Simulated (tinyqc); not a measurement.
Inside a calculation: valley splitting in a one-orbital chain of atomic planes (second-neighbour model). Values are carried at full precision from step to step, so a last printed digit may differ when a step is redone from the rounded ones.

Each (001) plane carries one orbital with energy e0, hopping v to the next plane and u to the second: E(phi) = e0 + 2 v cos(phi) + 2 u cos(2 phi), where phi = pi - k a/4 (the sign of every second orbital is chosen so that v > 0, which shifts the phase by pi). The minimum lies at cos(phi0) = -v/(4u), phi0 = pi - (pi/2) k0 for a valley at k0 (2 pi/a), and e0 puts it at zero. A slab of N planes has hard walls: the matrix simply ends.

Constants: hbar^2/2m0 = 3.80998211 eV angstrom^2.

Values chosen for the exercise (near those of the Delta valleys of silicon; abrupt walls in this chain split the valleys several times more than measured wells; the results hold for these values, not for the real material): a = 5.431 angstrom (lattice constant; planes lie a/4 apart); k0 = 0.833 2 pi/a (position of the valley); ml = 0.919 m0 (longitudinal mass); N = 11 (planes in the small slab).

## Hoppings from the valley position and mass

The curvature at the minimum is d2E/dphi2 = 8 u sin^2(phi0) = (2c/ml)/(a/4)^2 with c = hbar^2/2m0; v = -4 u cos(phi0); e0 = 2u + v^2/(4u).

phi0 = 1.83312 rad
u = 0.60276 eV
v = 0.62524 eV
e0 = 1.36765 eV

## The bulk band

E at phi = j pi/10.

Band:
```
phi/pi  E (eV)
0.0     3.8236
0.1     3.5322
0.2     2.7518
0.3     1.7301
0.4     0.7788
0.5     0.1621
0.6     0.0060
0.7     0.2601
0.8     0.7285
0.9     1.1537
1.0     1.3227
```

## Hamiltonian of the slab

e0 on the diagonal, v and u on the first and second off-diagonals.

H (eV):
```
         1       2       3       4       5       6       7       8       9      10      11
1   1.3677  0.6252  0.6028       0       0       0       0       0       0       0       0
2   0.6252  1.3677  0.6252  0.6028       0       0       0       0       0       0       0
3   0.6028  0.6252  1.3677  0.6252  0.6028       0       0       0       0       0       0
4        0  0.6028  0.6252  1.3677  0.6252  0.6028       0       0       0       0       0
5        0       0  0.6028  0.6252  1.3677  0.6252  0.6028       0       0       0       0
6        0       0       0  0.6028  0.6252  1.3677  0.6252  0.6028       0       0       0
7        0       0       0       0  0.6028  0.6252  1.3677  0.6252  0.6028       0       0
8        0       0       0       0       0  0.6028  0.6252  1.3677  0.6252  0.6028       0
9        0       0       0       0       0       0  0.6028  0.6252  1.3677  0.6252  0.6028
10       0       0       0       0       0       0       0  0.6028  0.6252  1.3677  0.6252
11       0       0       0       0       0       0       0       0  0.6028  0.6252  1.3677
```

## Levels and the valley doublet

Diagonalise H. The two lowest levels are the doublet made from the valleys at +k0 and -k0; give their splitting, the weights of the lowest state, and its parity under reversal of the planes.

levels (eV): [0.1114, 0.1489, 0.4267, 0.5273, 0.9181, 0.9424, 1.2309, 1.5992, 2.3840, 3.1184, 3.6369]

splitting = 37.48 meV

weights on the planes: [0.050, 0.026, 0.090, 0.172, 0.019, 0.286, 0.019, 0.172, 0.090, 0.026, 0.050]

parity of the lowest state: even

The mean of the doublet lies 0.1301 eV above the bulk minimum, and level 3 lies 0.2965 eV above that mean; the weights oscillate from plane to plane because the two valleys interfere.

## Checks

- Mean of the doublet for 400 planes against the effective-mass level with W = 402 a/4 (meV): both 0.1373.

tinyqc: `OMP_NUM_THREADS=1 python tinyqc.py 1481114 1481115 out.jsonl`; about 0.01 s, one thread, shared Intel(R) Xeon(R) Processor @ 2.30GHz.
